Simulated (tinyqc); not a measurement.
## Trench capacitor in an array: capacitance, non-linearity, leakage and relaxation: capacitance, non-linearity and leakage against thickness

A film between two metal electrodes, each interface adding a series capacitance ci. The small-signal permittivity is ek (1 + aq E^2); the field is found with the linear permittivity. Leakage J = J0 sinh(E/Ef). After a voltage step the film passes a relaxation current kr C V tt^(-nr), tt being the time in seconds. The sidewall is a coaxial capacitor with radii a = dm/2 - t and b = dm/2, depth AR dm; the end face is left out.

Planar film: Cf = eps0 ek/t, 1/C = 1/Cf + 2/ci, EOT = 3.9 eps0/C, effective permittivity C t/eps0, E = (V/t) C/Cf; quadratic coefficient [C(V)/C - 1]/V^2 with Cf (1 + aq E^2) in C(V).

Parameters, values chosen for the exercise; permittivity of the order of that of silicon nitride: relative permittivity of the film ek = 7.85; capacitance of each electrode interface (dead layer and screening) ci = 180 uF/cm^2; quadratic field coefficient of the permittivity aq = 0.0023 cm^2/MV^2; bias V = 2.1 V; leakage prefactor J0 = 2.7e-10 A/cm^2; field for an e-fold rise of the leakage Ef = 0.26 MV/cm.

Constants: eps0 = 8.8541878128e-14 F/cm where lengths are in cm. Results are converted to the units shown.

Result of one run:
```
t (nm)  C (uF/cm^2)  EOT (nm)  effective permittivity  E (MV/cm)  quadratic coefficient (ppm/V^2)  J (A/cm^2)
12          0.57551    6.0002                  7.7998     1.7388                           1566.7   1.0834e-7
```

What becomes of these results when the film thickness t is changed from 12 to 27 nm, all else the same?

Result of the changed run:
```
t (nm)  C (uF/cm^2)  EOT (nm)  effective permittivity  E (MV/cm)  quadratic coefficient (ppm/V^2)  J (A/cm^2)
27          0.25669    13.452                  7.8276    0.77556                           312.81   2.6588e-9
```

The whole series:
```
t (nm)  C (uF/cm^2)  EOT (nm)  effective permittivity  E (MV/cm)  quadratic coefficient (ppm/V^2)  J (A/cm^2)
2.5          2.6969    1.2804                  7.6148     8.1483                            33437      5507.3
3.7          1.8401    1.8766                  7.6895     5.5596                            15768     0.26118
5.5          1.2462    2.7709                  7.7413     3.7653                           7288.5   2.6289e-4
8.2         0.83972    4.1123                  7.7768     2.5371                           3325.3   2.3344e-6
12          0.57551    6.0002                  7.7998     1.7388                           1566.7   1.0834e-7
18          0.38449    8.9810                  7.8165     1.1617                           700.81   1.1768e-8
27          0.25669    13.452                  7.8276    0.77556                           312.81   2.6588e-9
40          0.17343    19.911                  7.8349    0.52399                           142.92  9.9495e-10
60          0.11569    29.847                  7.8399    0.34955                           63.643  4.8266e-10
```

C falls from 2.70 to 0.116 uF/cm^2 while the effective permittivity goes from 7.61 to 7.84 (ek = 7.85). EOT is a straight line in t with slope 3.9/ek = 0.497 and intercept 0.0384 nm. The quadratic coefficient goes as t^(-1.92) between the first two rows and t^(-2.00) between the last two (-2 without interfaces), and J falls by 13.1 decades. For t = 2.5, 3.7 direct tunnelling, left out, would add to the leakage.

tinyqc, about 0.01 s, one thread, Intel Xeon 2.30GHz (shared host): `OMP_NUM_THREADS=1 python tinyqc.py 2102091 2102092 out.jsonl`
